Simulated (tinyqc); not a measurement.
# Worked calculation: read current of a NAND string, cells in series solved by shooting

Computed by the program tinyqc: `OMP_NUM_THREADS=1 python tinyqc.py 2142220 2142221 out.jsonl`, one thread of a shared Intel Xeon 2.30GHz, about 0.5 s for the whole run. Printed values are rounded.

Cells in series, numbered from 0 at the source line (0 V) to the bit line, each followed by a gap resistance Rg. A cell with gate Vg, threshold VT, source Vs and drain Vd passes I = 2 nf K Vt^2 [F(Vs) - F(Vd)]/(1 + th max(Vg - VT, 0)), F(V) = ln^2(1 + exp((Vg - VT - nf V)/(2 nf Vt))). The selected cell has Vg = Vr, the others Vg = Vp.

Inputs (values chosen for the exercise); values of the order met in vertical NAND strings:
```
symbol  value    unit                                 meaning
T         300       K                             temperature
K         9.1  uA/V^2                   gain factor of a cell
nf        1.3                                    slope factor
th       0.12     1/V               mobility reduction factor
Rg        2.5    kohm     resistance of the gap between cells
Vbl       0.4       V                        bit-line voltage
Vp        7.1       V                            pass voltage
Vr        3.3       V  read voltage on the selected word line
```

Constants: q = 1.602176634e-19 C, kB = 1.380649e-23 J/K, Vt = kB T/q. Results are converted to the units shown.

## Step 1: node voltages for a trial current

first trial current = 0.61 uA
thresholds from the source end, cell 0 to 5 (V): 3.5  3.5  -0.8  -0.8  -0.8  2.4

For a trial current I start at 0 V and, cell by cell (the selected one is cell 5), solve for the drain: sqrt(F(Vd)) = sqrt(F(Vs) - I/k), k = 2 nf K Vt^2/(1 + th max(Vg - VT, 0)), Vd = [Vg - VT - 2 nf Vt ln(exp(sqrt F) - 1)]/nf, then add I Rg.

node voltage after each cell and gap, trial 1, cell 0 to 5 (V): 0.02831885  0.05691727  0.07515088  0.09343539  0.1117713  0.2218659

## Step 2: node voltages for a trial current

second trial current = 0.91 uA

As before.

node voltage after each cell and gap, trial 2, cell 0 to 5 (V): 0.04234264  0.08531680  0.1126536  0.1401057  0.1676747  0.3709836

## Course of the secant iteration

Secant steps on the end voltage less Vbl, from the two trials; a trial above the saturation current of a cell has no solution and is moved halfway to the previous trial. Stop below 1e-9 V.

Course of the iteration:
```
iteration     I (uA)  end voltage - Vbl (V)  halvings
1          0.9683762                7.75e-3         0
2          0.9560752               -3.53e-4         0
3          0.9566114               -4.34e-6         0
4          0.9566181                2.42e-9         0
5          0.9566181              -1.32e-14         0
```

Converged in 5 iterations to I = 0.95662 uA. The selected cell takes 55.3 % of the bit-line voltage and the gaps together 3.59 %.
